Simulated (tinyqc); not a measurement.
Worked calculation: Tersoff bond-order potential. Computed by tinyqc, a small Python program that keeps every step. Command: `OMP_NUM_THREADS=1 python tinyqc.py 3008874 3008875 out.jsonl tersoff walk`. One thread of a shared host (Intel(R) Xeon(R) Processor @ 2.30GHz), about 0.01 s of CPU time with the checks. Intermediate numbers are printed to about 6 digits and carried at full precision; extremes and crossings named in words are read from the listed rows.

E = (1/2) sum_(i, j != i) [A exp(-lambda r_ij) - b_ij B exp(-mu r_ij)], b_ij = (1 + (beta zeta_ij)^n)^(-1/(2n)), zeta_ij = sum_(k != i, j) g(theta_ijk), g = 1 + c^2/d^2 - c^2/(d^2 + (h - cos theta)^2), with theta at atom i. Only nearest neighbours count (cut-off function 1 for them, 0 beyond).

Inputs (values chosen for the exercise, modelled on silicon):

| quantity | value | unit |
|---|---|---|
| A | 1830.6 | eV |
| B | 464.75 | eV |
| lambda | 2.4799 | 1/angstrom |
| mu | 1.7322 | 1/angstrom |
| beta | 1.06e-06 | - |
| n | 0.7802 | - |
| c | 101400 | - |
| d | 16.2 | - |
| h | -0.5787 | - |
| bond length r_12 | 2.23 | angstrom |
| bond length r_13 | 2.36 | angstrom |
| angle theta at atom 1 | 149 | degrees |

Constants: 1 eV/angstrom^3 = 160.2176634 GPa.

## An open trimer

Atom 1 binds atoms 2 and 3, which do not interact. b_12 = b_13 follow from zeta = g(theta); b_21 = b_31 = 1. E = sum over the two bonds of A exp(-lambda r) - (b + 1)/2 B exp(-mu r).

g(theta) = 11573.7

bond order b_12 = 0.979849

repulsive terms (eV): 7.25885  5.25844

attractive terms B exp(-mu r) (eV): 9.76392  7.79520

energy of the trimer = -4.86490 eV

g is least (g = 1) at cos theta = h, 125.4 degrees, wider than the tetrahedral 109.47.

## The diamond lattice

zeta = 3 g(cos theta = -1/3). With z equal bonds of order b, r = ln(lambda A/(mu b B))/(lambda - mu) and E per atom = -(z/2) b B exp(-mu r)(1 - mu/lambda). a0 = 4 r/sqrt3; B0 = phi''(r)/(3 a0) with phi'' = mu (lambda - mu) b B exp(-mu r), since b does not change under uniform scaling.

zeta = 26959.8

bond order b = 0.961934

bond length = 2.36530 angstrom

energy per atom of the diamond lattice = -4.48031 eV

lattice constant a0 = 5.46243 angstrom

bulk modulus B0 = 94.0837 GPa

## Elastic constants of the diamond lattice

Second derivatives of the energy per atom, volume V = a0^3/8: e_xx gives C11; e_xx = -e_yy gives 2 (C11 - C12); e_xy = e_yx = s/2 with a sublattice shift u_z gives C44 = (E_ss - E_su^2/E_uu)/V and Kleinman's parameter |E_su/E_uu|/(a0/4).

C11 = 139.086 GPa

C12 = 71.5825 GPa

C44 = 67.1007 GPa

Kleinman's parameter = 0.664672

## Unrelaxed vacancy

Each of the four neighbours loses one bond; its three other bonds now have zeta = 2 g, for the direction that starts at it. E_v = -E + 12 x (1/2)(b(3g) - b(2g)) B exp(-mu r), where -E is the pair-like cost.

b(2g) = 0.971888

unrelaxed vacancy energy E_v = 4.01901 eV

Stronger back bonds return 0.461 eV, so E_v is 90 % of the cohesive energy.

## Energy against coordination

Angles seen from one bond (cos theta: count): chain -1: 1; graphitic -1/2: 2; diamond -1/3: 3; square net 0: 2, -1: 1; simple cubic 0: 4, -1: 1; bcc 1/3: 3, -1/3: 3, -1: 1; fcc 1/2: 4, 0: 2, -1/2: 4, -1: 1.

Relaxed structures:

| structure | z | zeta | b | r (angstrom) | E per atom (eV) | E per bond (eV) |
|---|---|---|---|---|---|---|
| dimer | 1 | 0 | 1.00000 | 2.31339 | -1.27394 | -2.54789 |
| chain | 2 | 2.64802e+04 | 0.96244 | 2.36460 | -2.24405 | -2.24405 |
| graphitic | 3 | 1.85121e+03 | 0.99508 | 2.31999 | -3.75984 | -2.50656 |
| diamond | 4 | 2.69598e+04 | 0.96193 | 2.36530 | -4.48031 | -2.24016 |
| square net | 4 | 1.26344e+05 | 0.88578 | 2.47560 | -3.40810 | -1.70405 |
| simple cubic | 6 | 2.26208e+05 | 0.83369 | 2.55666 | -4.18123 | -1.39374 |
| bcc | 8 | 4.24794e+05 | 0.75935 | 2.68158 | -4.08977 | -1.02244 |
| fcc | 12 | 8.21811e+05 | 0.66322 | 2.86261 | -3.91586 | -0.65264 |

The lowest are diamond, simple cubic and bcc, the first two 0.299 eV apart. The bond order falls from 1 to 0.663 and the bond weakens from -2.55 to -0.65 eV, as b^(lambda/(lambda - mu)) with exponent 3.32. With the same z = 4 the square net lies 1.07 eV above diamond, from its angles alone. Caution: in bcc and other dense structures second neighbours can fall inside the usual cut-off; they are left out here.

Checks made by the program: (C11 + 2 C12)/3 against B0 (relative difference 2e-08).
